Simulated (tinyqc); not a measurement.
Inside a calculation. Method: CCSD on RHF in the 6-311g basis, for H2, spin multiplicity 1. Computed by tinyqc, a small Python program that keeps every step (integrals from PySCF). Settings: charge = 0, multiplicity = 1, basis = 6-311g, method = RHF, energy threshold = 1e-10, iteration cap = 90, orthogonalisation = canonical, start = atomic densities, DIIS depth = 6, amplitude equations = CCSD, DIIS depth for amplitudes = 4, cap on updates = 74. Command: `OMP_NUM_THREADS=1 python tinyqc.py 21159 21160 out.jsonl` (the two numbers bound the seeds that draw the settings). One thread of a shared host (Intel(R) Xeon(R) Processor @ 2.60GHz), about 0.2 s of CPU time with the checks. The early iterations of the SCF are left out here.

## One-electron integrals

Geometry (angstrom):
```
atom,x,y,z
H,0.00000,0.00000,0.00000
H,0.00000,0.00000,0.82600
```

Basis 6-311g: exponents (1/bohr^2) and contraction coefficients of normalised primitives:
```
element,l (shell),exponent,coefficient
H,s (1),33.86500,0.02549
H,s (1),5.09479,0.19037
H,s (1),1.15879,0.85216
H,s (2),0.32584,1.00000
H,s (3),0.10274,1.00000
```

Overlap, kinetic and nuclear-attraction integrals over the contracted functions; the nuclear repulsion is the sum of Za Zb / Rab.

nuclear repulsion = 0.6406504 hartree

overlap S, lower triangle:
```
,1H 1s,1H 2s,1H 3s,2H 1s,2H 2s,2H 3s
1H 1s,1.00000
1H 2s,0.70638,1.00000
1H 3s,0.37366,0.78896,1.00000
2H 1s,0.19996,0.37595,0.29655,1.00000
2H 2s,0.37595,0.67237,0.65223,0.70638,1.00000
2H 3s,0.29655,0.65223,0.88235,0.37366,0.78896,1.00000
```

kinetic energy T (hartree), lower triangle:
```
,1H 1s,1H 2s,1H 3s,2H 1s,2H 2s,2H 3s
1H 1s,2.30435
1H 2s,0.54912,0.48876
1H 3s,0.10635,0.18488,0.15411
2H 1s,-0.01898,0.16877,0.07139,2.30435
2H 2s,0.16877,0.24166,0.13345,0.54912,0.48876
2H 3s,0.07139,0.13345,0.12463,0.10635,0.18488,0.15411
```

nuclear attraction V (hartree), lower triangle:
```
,1H 1s,1H 2s,1H 3s,2H 1s,2H 2s,2H 3s
1H 1s,-2.75139
1H 2s,-1.51033,-1.50367
1H 3s,-0.75148,-1.01324,-0.94906
2H 1s,-0.48690,-0.82585,-0.60728,-2.75139
2H 2s,-0.82585,-1.08046,-0.87252,-1.51033,-1.50367
2H 3s,-0.60728,-0.87252,-0.86635,-0.75148,-1.01324,-0.94906
```

core Hamiltonian H = T + V (hartree), lower triangle:
```
,1H 1s,1H 2s,1H 3s,2H 1s,2H 2s,2H 3s
1H 1s,-0.44704
1H 2s,-0.96121,-1.01491
1H 3s,-0.64513,-0.82836,-0.79495
2H 1s,-0.50587,-0.65708,-0.53589,-0.44704
2H 2s,-0.65708,-0.83880,-0.73907,-0.96121,-1.01491
2H 3s,-0.53589,-0.73907,-0.74172,-0.64513,-0.82836,-0.79495
```

## Two-electron integrals

Functions are numbered as in S; the eight-fold symmetry (ij|kl) = (ji|kl) = (kl|ij) leaves the list below.

Two-electron integrals (ij|kl) in chemists' order, unique and non-zero (hartree):
```
i,j,k,l,(ij|kl)
1,1,1,1,1.39303
2,1,1,1,0.82297
2,1,2,1,0.50970
2,2,1,1,0.82290
2,2,2,1,0.54303
2,2,2,2,0.64411
3,1,1,1,0.41126
3,1,2,1,0.25776
3,1,2,2,0.27987
3,1,3,1,0.13079
3,2,1,1,0.54368
3,2,2,1,0.36577
3,2,2,2,0.45267
3,2,3,1,0.18980
3,2,3,2,0.32514
3,3,1,1,0.49402
3,3,2,1,0.34012
3,3,2,2,0.44599
3,3,3,1,0.17804
3,3,3,2,0.33178
3,3,3,3,0.36168
4,1,1,1,0.20566
4,1,2,1,0.13139
4,1,2,2,0.14631
4,1,3,1,0.06700
4,1,3,2,0.09995
4,1,3,3,0.09451
4,1,4,1,0.04932
4,2,1,1,0.27892
4,2,2,1,0.18843
4,2,2,2,0.23214
4,2,3,1,0.09780
4,2,3,2,0.16530
4,2,3,3,0.16532
4,2,4,1,0.07767
4,2,4,2,0.14293
4,3,1,1,0.19459
4,3,2,1,0.13319
4,3,2,2,0.16925
4,3,3,1,0.06947
4,3,3,2,0.12248
4,3,3,3,0.12559
4,3,4,1,0.05541
4,3,4,2,0.10727
4,3,4,3,0.08228
4,4,1,1,0.63379
4,4,2,1,0.44007
4,4,2,2,0.57145
4,4,3,1,0.23057
4,4,3,2,0.41555
4,4,3,3,0.42677
4,4,4,1,0.20566
4,4,4,2,0.42123
4,4,4,3,0.32480
4,4,4,4,1.39303
5,1,1,1,0.42123
5,1,2,1,0.26309
5,1,2,2,0.28401
5,1,3,1,0.13336
5,1,3,2,0.19219
5,1,3,3,0.17976
5,1,4,1,0.07767
5,1,4,2,0.11509
5,1,4,3,0.08164
5,1,4,4,0.27892
5,1,5,1,0.14293
5,2,1,1,0.49876
5,2,2,1,0.33332
5,2,2,2,0.40605
5,2,3,1,0.17254
5,2,3,2,0.28911
5,2,3,3,0.29063
5,2,4,1,0.10854
5,2,4,2,0.18758
5,2,4,3,0.14013
5,2,4,4,0.49876
5,2,5,1,0.18758
5,2,5,2,0.29119
5,3,1,1,0.38167
5,3,2,1,0.26045
5,3,2,2,0.33336
5,3,3,1,0.13586
5,3,3,2,0.24404
5,3,3,3,0.25740
5,3,4,1,0.08698
5,3,4,2,0.16062
5,3,4,3,0.12361
5,3,4,4,0.44174
5,3,5,1,0.14801
5,3,5,2,0.24808
5,3,5,3,0.22221
5,4,1,1,0.44007
5,4,2,1,0.30368
5,4,2,2,0.39225
5,4,3,1,0.15885
5,4,3,2,0.28584
5,4,3,3,0.29584
5,4,4,1,0.13139
5,4,4,2,0.26309
5,4,4,3,0.20377
5,4,4,4,0.82297
5,4,5,1,0.18843
5,4,5,2,0.33332
5,4,5,3,0.29767
5,4,5,4,0.50970
5,5,1,1,0.57145
5,5,2,1,0.39225
5,5,2,2,0.50762
5,5,3,1,0.20501
5,5,3,2,0.37319
5,5,3,3,0.39532
5,5,4,1,0.14631
5,5,4,2,0.28401
5,5,4,3,0.22160
5,5,4,4,0.82290
5,5,5,1,0.23214
5,5,5,2,0.40605
5,5,5,3,0.36975
5,5,5,4,0.54303
5,5,5,5,0.64411
6,1,1,1,0.32480
6,1,2,1,0.20377
6,1,2,2,0.22160
6,1,3,1,0.10343
6,1,3,2,0.15038
6,1,3,3,0.14116
6,1,4,1,0.05541
6,1,4,2,0.08164
6,1,4,3,0.05803
6,1,4,4,0.19459
6,1,5,1,0.10727
6,1,5,2,0.14013
6,1,5,3,0.11062
6,1,5,4,0.13319
6,1,5,5,0.16925
6,1,6,1,0.08228
6,2,1,1,0.44174
6,2,2,1,0.29767
6,2,2,2,0.36975
6,2,3,1,0.15455
6,2,3,2,0.26613
6,2,3,3,0.27251
6,2,4,1,0.08698
6,2,4,2,0.14801
6,2,4,3,0.11062
6,2,4,4,0.38167
6,2,5,1,0.16062
6,2,5,2,0.24808
6,2,5,3,0.21216
6,2,5,4,0.26045
6,2,5,5,0.33336
6,2,6,1,0.12361
6,2,6,2,0.22221
6,3,1,1,0.41951
6,3,2,1,0.28936
6,3,2,2,0.38139
6,3,3,1,0.15158
6,3,3,2,0.28470
6,3,3,3,0.31260
6,3,4,1,0.08659
6,3,4,2,0.15756
6,3,4,3,0.12149
6,3,4,4,0.41951
6,3,5,1,0.15756
6,3,5,2,0.26459
6,3,5,3,0.24018
6,3,5,4,0.28936
6,3,5,5,0.38139
6,3,6,1,0.12149
6,3,6,2,0.24018
6,3,6,3,0.28159
6,4,1,1,0.23057
6,4,2,1,0.15885
6,4,2,2,0.20501
6,4,3,1,0.08306
6,4,3,2,0.14955
6,4,3,3,0.15528
6,4,4,1,0.06700
6,4,4,2,0.13336
6,4,4,3,0.10343
6,4,4,4,0.41126
6,4,5,1,0.09780
6,4,5,2,0.17254
6,4,5,3,0.15455
6,4,5,4,0.25776
6,4,5,5,0.27987
6,4,6,1,0.06947
6,4,6,2,0.13586
6,4,6,3,0.15158
6,4,6,4,0.13079
6,5,1,1,0.41555
6,5,2,1,0.28584
6,5,2,2,0.37319
6,5,3,1,0.14955
6,5,3,2,0.27642
6,5,3,3,0.29787
6,5,4,1,0.09995
6,5,4,2,0.19219
6,5,4,3,0.15038
6,5,4,4,0.54368
6,5,5,1,0.16530
6,5,5,2,0.28911
6,5,5,3,0.26613
6,5,5,4,0.36577
6,5,5,5,0.45267
6,5,6,1,0.12248
6,5,6,2,0.24404
6,5,6,3,0.28470
6,5,6,4,0.18980
6,5,6,5,0.32514
6,6,1,1,0.42677
6,6,2,1,0.29584
6,6,2,2,0.39532
6,6,3,1,0.15528
6,6,3,2,0.29787
6,6,3,3,0.33364
6,6,4,1,0.09451
6,6,4,2,0.17976
6,6,4,3,0.14116
6,6,4,4,0.49402
6,6,5,1,0.16532
6,6,5,2,0.29063
6,6,5,3,0.27251
6,6,5,4,0.34012
6,6,5,5,0.44599
6,6,6,1,0.12559
6,6,6,2,0.25740
6,6,6,3,0.31260
6,6,6,4,0.17804
6,6,6,5,0.33178
6,6,6,6,0.36168
```

## Orthogonalisation

S = U s U^T; canonical form X = U s^(-1/2), so that X^T S X = 1. Each column of U has its largest component positive (the first on a tie).

eigenvalues of S: 0.03731  0.13590  0.21809  0.81100  0.98992  3.80777

X:
```
,1,2,3,4,5,6
1H 1s,0.60007,-0.94862,-0.69855,0.59307,0.61969,0.15581
1H 2s,-2.07490,1.44616,1.02867,0.09950,0.33120,0.23358
1H 3s,2.95551,-0.82936,0.86401,-0.50486,0.10670,0.22907
2H 1s,-0.60007,-0.94862,0.69855,0.59307,-0.61969,0.15581
2H 2s,2.07490,1.44616,-1.02867,0.09950,-0.33120,0.23358
2H 3s,-2.95551,-0.82936,-0.86401,-0.50486,-0.10670,0.22907
```

## Starting guess

The start is atomic minimal-basis densities projected into this basis (PySCF's MINAO start) and scaled to the electron count of each spin; this density is not idempotent, so its energy is not variational and may lie below the converged one.

D at the start, lower triangle:
```
,1H 1s,1H 2s,1H 3s,2H 1s,2H 2s,2H 3s
1H 1s,0.09581
1H 2s,0.15577,0.25340
1H 3s,0.09833,0.15980,0.10094
2H 1s,0.00174,-0.00084,0.00351,0.09581
2H 2s,-0.00084,-0.00733,0.00194,0.15577,0.25340
2H 3s,0.00351,0.00194,0.00537,0.09833,0.15980,0.10094
```

## Iteration 6 (converged): orbitals

converged F (hartree), lower triangle:
```
,1H 1s,1H 2s,1H 3s,2H 1s,2H 2s,2H 3s
1H 1s,0.62198
1H 2s,-0.41342,-0.34300
1H 3s,-0.45184,-0.37881,-0.25948
2H 1s,-0.46893,-0.47825,-0.42075,0.62198
2H 2s,-0.47825,-0.46932,-0.39924,-0.41342,-0.34300
2H 3s,-0.42075,-0.39924,-0.27963,-0.45184,-0.37881,-0.25948
```

Diagonalise F' = X^T F X, C = X C', fill 1 alpha and 1 beta electrons from the bottom; D = 2 C_occ C_occ^T. Each column has its largest component positive (the first on a tie).

F' = X^T F X (hartree), lower triangle:
```
,1,2,3,4,5,6
1,1.18094
2,0.00000,2.01570
3,-0.93583,0.00000,1.32344
4,0.00000,-0.93150,0.00000,0.80772
5,0.42257,0.00000,-0.81452,0.00000,0.91391
6,0.00000,-0.00519,0.00000,-0.11124,0.00000,-0.55870
```

orbital energies (hartree): MO1 -0.57097, MO2 0.15502, MO3 0.31304, MO4 0.61467, MO5 2.52266, MO6 2.64859

coefficients C:
```
,MO1,MO2,MO3,MO4,MO5,MO6
1H 1s,0.17997,0.08836,-0.04715,-0.09349,-1.11413,-1.10251
1H 2s,0.30171,0.00432,-0.74926,-1.57603,1.22614,1.72893
1H 3s,0.13935,1.98614,0.86146,2.06290,-0.48338,-1.13692
2H 1s,0.17997,-0.08836,-0.04715,0.09349,-1.11413,1.10251
2H 2s,0.30171,-0.00432,-0.74926,1.57603,1.22614,-1.72893
2H 3s,0.13935,-1.98614,0.86146,-2.06290,-0.48338,1.13692
```

D after iteration 6, lower triangle:
```
,1H 1s,1H 2s,1H 3s,2H 1s,2H 2s,2H 3s
1H 1s,0.06478
1H 2s,0.10860,0.18206
1H 3s,0.05016,0.08409,0.03884
2H 1s,0.06478,0.10860,0.05016,0.06478
2H 2s,0.10860,0.18206,0.08409,0.10860,0.18206
2H 3s,0.05016,0.08409,0.03884,0.05016,0.08409,0.03884
```

## Convergence

Stop when the energy changes by less than 1e-10 hartree and every element of the error matrix X^T (F D S - S D F) X is below 3e-06.

Course of the cycle:
```
iteration,E (hartree),change,largest element of the error matrix
1,-0.7965971,-,1.72e-01
2,-1.1219989,-3.25e-01,3.40e-02
3,-1.1227492,-7.50e-04,5.98e-03
4,-1.1227836,-3.44e-05,4.66e-04
5,-1.1227837,-1.05e-07,3.78e-06
6,-1.1227837,-9.02e-12,5.23e-09
```

PySCF RHF in the same basis = -1.1227837 hartree

Converged in 6 iterations.

## Populations, bond orders and dipole

Mulliken: Z minus the diagonal of D S on the atom; Loewdin: the same with S^(1/2) D S^(1/2); Mayer order: 2 sum_s sum (D(s) S)_ij (D(s) S)_ji over the two atoms.

Charges (e):
```
atom,Mulliken,Loewdin
1H,0,0
2H,0,0
```

Mayer bond orders:
```
pair,order
2-1,1.00000
```

dipole moment about the origin, x y z (debye): 0.00000  0.00000  0.00000

## Integrals over molecular orbitals

(pq|rs) = sum C_ip C_jq C_kr C_ls (ij|kl), one index at a time.

one-electron integrals over orbitals h = C^T H C (hartree), lower triangle:
```
,1,2,3,4,5,6
1,-1.19246
2,0.00000,-0.49925
3,0.12965,0.00000,-0.35627
4,0.00000,0.20837,0.00000,-0.26059
5,0.08514,0.00000,-0.16246,0.00000,1.35710
6,0.00000,0.02422,0.00000,-0.22034,0.00000,1.42587
```

Two-electron integrals over orbitals (pq|rs), unique and non-zero (hartree):
```
p,q,r,s,(pq|rs)
1,1,1,1,0.62149
2,1,2,1,0.05356
2,2,1,1,0.35392
2,2,2,2,0.30262
3,1,1,1,-0.12965
3,1,2,2,-0.02870
3,1,3,1,0.05469
3,2,2,1,0.02110
3,2,3,2,0.03657
3,3,1,1,0.36200
3,3,2,2,0.27559
3,3,3,1,-0.03693
3,3,3,3,0.28181
4,1,2,1,-0.06716
4,1,3,2,-0.00369
4,1,4,1,0.10384
4,2,1,1,-0.13777
4,2,2,2,-0.04875
4,2,3,1,0.04191
4,2,3,3,-0.04747
4,2,4,2,0.05715
4,3,2,1,0.03563
4,3,3,2,0.01746
4,3,4,1,-0.04447
4,3,4,3,0.03044
4,4,1,1,0.48955
4,4,2,2,0.32942
4,4,3,1,-0.08223
4,4,3,3,0.31246
4,4,4,2,-0.10343
4,4,4,4,0.42597
5,1,1,1,-0.08514
5,1,2,2,-0.01228
5,1,3,1,0.04752
5,1,3,3,-0.02240
5,1,4,2,0.02726
5,1,4,4,-0.05703
5,1,5,1,0.08263
5,2,2,1,-0.00251
5,2,3,2,0.00354
5,2,4,1,0.00958
5,2,4,3,-0.00877
5,2,5,2,0.01252
5,3,1,1,0.10499
5,3,2,2,0.03284
5,3,3,1,-0.03876
5,3,3,3,0.03510
5,3,4,2,-0.03532
5,3,4,4,0.07196
5,3,5,1,-0.04324
5,3,5,3,0.03571
5,4,2,1,0.01043
5,4,3,2,-0.01880
5,4,4,1,-0.03399
5,4,4,3,0.01243
5,4,5,2,-0.01975
5,4,5,4,0.04518
5,5,1,1,0.62409
5,5,2,2,0.34804
5,5,3,1,-0.13603
5,5,3,3,0.36047
5,5,4,2,-0.13921
5,5,4,4,0.49207
5,5,5,1,-0.12424
5,5,5,3,0.12219
5,5,5,5,0.67735
6,1,2,1,-0.02890
6,1,3,2,0.01585
6,1,4,1,0.06324
6,1,4,3,-0.03007
6,1,5,2,0.02796
6,1,5,4,-0.05946
6,1,6,1,0.08953
6,2,1,1,-0.02656
6,2,2,2,0.01011
6,2,3,1,0.02188
6,2,3,3,-0.00196
6,2,4,2,0.00538
6,2,4,4,-0.01212
6,2,5,1,0.03566
6,2,5,3,-0.01569
6,2,5,5,-0.04512
6,2,6,2,0.02278
6,3,2,1,0.03066
6,3,3,2,-0.00221
6,3,4,1,-0.05091
6,3,4,3,0.02168
6,3,5,2,-0.01025
6,3,5,4,0.02916
6,3,6,1,-0.04703
6,3,6,3,0.03262
6,4,1,1,0.14179
6,4,2,2,0.02840
6,4,3,1,-0.06082
6,4,3,3,0.04422
6,4,4,2,-0.04627
6,4,4,4,0.09243
6,4,5,1,-0.07580
6,4,5,3,0.05092
6,4,5,5,0.17499
6,4,6,2,-0.03633
6,4,6,4,0.08907
6,5,2,1,0.08997
6,5,3,2,0.00539
6,5,4,1,-0.14103
6,5,4,3,0.06868
6,5,5,2,-0.03368
6,5,5,4,0.08069
6,5,6,1,-0.13242
6,5,6,3,0.08867
6,5,6,5,0.26204
6,6,1,1,0.65613
6,6,2,2,0.36476
6,6,3,1,-0.15237
6,6,3,3,0.36855
6,6,4,2,-0.15343
6,6,4,4,0.52432
6,6,5,1,-0.15872
6,6,5,3,0.14033
6,6,5,5,0.72412
6,6,6,2,-0.05476
6,6,6,4,0.20220
6,6,6,6,0.79455
```

## CCSD: starting amplitudes

t_ij^ab = <ij||ab> / (e_i + e_j - e_a - e_b), whose energy is MP2.

Starting amplitudes (spin orbitals 1a, 1b, ...; amplitudes related by a flip of all spins are not repeated):
```
from,to,t
1a 1b,4a 4b,-0.04379
1a 1b,2a 2b,-0.03689
1a 1b,2a 4b,0.03513
1a 1b,3a 3b,-0.03093
1a 1b,4a 6b,-0.01436
1a 1b,6a 6b,-0.01390
1a 1b,5a 5b,-0.01335
1a 1b,3a 5b,-0.01195
1a 1b,2a 6b,0.00732
```

correlation energy = -0.0186574 hartree

## CCSD: amplitude update 1

t_i^a D_i^a and t_ij^ab D_ij^ab are set to the remaining terms of the spin-orbital equations, evaluated with the old amplitudes; for the doubles these are <ij||ab> + 1/2 <ab||ef> t_ij^ef + 1/2 <mn||ij> t_mn^ab + P(ij)P(ab) <mb||ej> t_im^ae + terms in t^2 + terms with t1, D the orbital-energy denominators.

Amplitudes after update 1 (spin orbitals 1a, 1b, ...; amplitudes related by a flip of all spins are not repeated):
```
from,to,t
1a 1b,4a 4b,-0.05862
1a 1b,2a 2b,-0.05125
1a 1b,2a 4b,0.05003
1a 1b,3a 3b,-0.03822
1a 1b,4a 6b,-0.01749
1a 1b,3a 5b,-0.01438
1a 1b,6a 6b,-0.01394
1a 1b,5a 5b,-0.01386
1a 1b,2a 6b,0.01018
1a,5a,-0.00329
1a,3a,-0.00212
```

correlation energy = -0.0242011 hartree

## CCSD: amplitude update 2

As before.

Amplitudes after update 2 (spin orbitals 1a, 1b, ...; amplitudes related by a flip of all spins are not repeated):
```
from,to,t
1a 1b,4a 4b,-0.06400
1a 1b,2a 2b,-0.05723
1a 1b,2a 4b,0.05613
1a 1b,3a 3b,-0.03975
1a 1b,4a 6b,-0.01847
1a 1b,3a 5b,-0.01489
1a 1b,5a 5b,-0.01365
1a 1b,6a 6b,-0.01354
1a 1b,2a 6b,0.01157
1a,5a,-0.00448
1a,3a,-0.00327
```

correlation energy = -0.0261805 hartree

## CCSD: amplitude update 3

t_i^a D_i^a and t_ij^ab D_ij^ab are set to the remaining terms of the spin-orbital equations, evaluated with the old amplitudes; for the doubles these are <ij||ab> + 1/2 <ab||ef> t_ij^ef + 1/2 <mn||ij> t_mn^ab + P(ij)P(ab) <mb||ej> t_im^ae + terms in t^2 + terms with t1, D the orbital-energy denominators. DIIS then mixes the stored amplitudes.

DIIS coefficients: -0.65929  1.65929

Amplitudes after update 3 (spin orbitals 1a, 1b, ...; amplitudes related by a flip of all spins are not repeated):
```
from,to,t
1a 1b,4a 4b,-0.06733
1a 1b,2a 2b,-0.06143
1a 1b,2a 4b,0.06026
1a 1b,3a 3b,-0.04009
1a 1b,4a 6b,-0.01904
1a 1b,3a 5b,-0.01500
1a 1b,5a 5b,-0.01346
1a 1b,6a 6b,-0.01323
1a 1b,2a 6b,0.01260
1a,5a,-0.00514
1a,3a,-0.00429
```

correlation energy = -0.0274230 hartree

## CCSD: convergence

E_corr = 1/4 sum <ij||ab> t_ij^ab + 1/2 sum <ij||ab> t_i^a t_j^b; stop when the norm of the change is below 1e-8.

Course of the amplitude iterations:
```
update,correlation energy (hartree),norm of the change
0,-0.0186574,-
1,-0.0242011,6.26e-02
2,-0.0261805,2.44e-02
3,-0.0274230,9.84e-03
4,-0.0274117,5.75e-04
5,-0.0274137,3.26e-05
6,-0.0274135,6.62e-06
7,-0.0274135,1.64e-06
8,-0.0274135,3.78e-07
9,-0.0274135,1.99e-08
10,-0.0274135,4.09e-09
```

Converged amplitudes (spin orbitals 1a, 1b, ...; amplitudes related by a flip of all spins are not repeated):
```
from,to,t
1a 1b,4a 4b,-0.06727
1a 1b,2a 2b,-0.06161
1a 1b,2a 4b,0.06035
1a 1b,3a 3b,-0.03976
1a 1b,4a 6b,-0.01902
1a 1b,3a 5b,-0.01491
1a 1b,5a 5b,-0.01346
1a 1b,6a 6b,-0.01324
1a 1b,2a 6b,0.01266
1a,5a,-0.00509
1a,3a,-0.00449
```

CCSD total energy = -1.1501972 hartree

T1 diagnostic, norm of the one-spin t1 over sqrt(correlated electrons) = 0.00480

Converged in 10 updates, with DIIS from the third.
